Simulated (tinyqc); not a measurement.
Valley-orbit splitting of a donor ground state, with strain: one step, computed by the program tinyqc. Command: `OMP_NUM_THREADS=1 python tinyqc.py 3002175 3002176 out.jsonl valleyorbit walk`. One thread of a shared host (Intel(R) Xeon(R) Processor @ 2.30GHz), about 0.01 s of CPU time with the checks.

The basis is the 1s envelope in each valley; energies are counted from the unstrained conduction-band edge. The strain is e_s (a a^T - 1/3) for the unit stress axis a, so valley j along n_j moves by Xi_u e_s w_j with w_j = (n_j.a)^2 - 1/3: +1/3 for [111] and [-1-11], -1/3 for the others.

Question. Populations and ionisation. H_jj = -(E_0 + Lambda) + Xi_u e_s w_j; H_jk = -Delta_1 between any two valleys. z = sum over levels of exp(-(E - E_ground)/k_B T), the ground-state share being 1/z; N_c = 2 (2 pi m_e k_B T/h^2)^(3/2) sum_j exp(-(shift_j - lowest shift)/k_B T); n1 = N_c/(2 z) exp(-binding/k_B T), binding = lowest shift - E_ground; without compensation n = 2 N_D/(1 + sqrt(1 + 4 N_D/n1)) (Boltzmann statistics; p and higher states left out).

Inputs (values chosen for the exercise, for a model many-valley semiconductor):

| quantity | value | unit |
|---|---|---|
| single-valley binding energy E_0 | 6.67 | meV |
| central-cell shift Lambda | 0.35 | meV |
| coupling Delta_1 | 0.26 | meV |
| shear deformation potential Xi_u | 16.5 | eV |
| shear strain e_s | -0.00014 | - |
| temperature T | 20 | K |
| donor density N_D | 1.3e+15 | cm^-3 |
| density-of-states mass of one valley m_e | 0.225 | m_0 |

Valleys: four along <111>. Stress axis: [110].

Constants: k_B = 8.617333262e-05 eV/K; m_0 = 9.1093837015e-31 kg; k_B = 1.380649e-23 J/K; h = 6.62607015e-34 J s.

Give: partition sum z; share of neutral donors in the ground state; N_c; n1; free electrons n.

Answer.

partition sum z = 2.2904

share of neutral donors in the ground state = 0.43660

N_c = 1.2993e+17 cm^-3

n1 = 3.7860e+14 cm^-3

free electrons n = 5.3735e+14 cm^-3
